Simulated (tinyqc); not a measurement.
Gate-all-around wire, scale length and short-channel effects: one step of the calculation.

A round wire of diameter ts in an insulator shell of thickness ti under a surrounding gate. Below threshold the potential that source and drain add obeys Laplace's equation and vanishes on the gate. Its lowest mode decays along the channel as exp(-k y); k is the smallest positive root of the matching condition at the interface, and the scale length is Lambda = pi/k.

Problem. Scan of the matching condition. f(k) = ei J0(u)[J1(u) Y0(v) - Y1(u) J0(v)] - eps_r J1(u)[J0(u) Y0(v) - Y0(u) J0(v)], u = k ts/2, v = u + k ti.

Inputs (values chosen for the exercise); permittivities: semiconductor close to that of silicon, insulator close to that of silicon dioxide:
- eps_r = 11.6 (relative permittivity of the semiconductor)
- ei = 3.81 (relative permittivity of the insulator)
- ti = 1.9 nm (insulator thickness)
- ts = 3.6 nm (wire diameter)

k, point 0 to 7 (1/nm): 0.07  0.14  0.21  0.28  0.35  0.42  0.49  0.56

Give: f(k).

Solution.

f(k), point 0 to 7: 18.705  8.549  4.838  2.774  1.405  0.419  -0.314  -0.858

The first change of sign lies between k = 0.42 and 0.49 1/nm.

Computed by the program tinyqc: `OMP_NUM_THREADS=1 python tinyqc.py 2420056 2420057 out.jsonl`, one thread of a shared Intel Xeon 2.30GHz, about 0.01 s for the whole run.
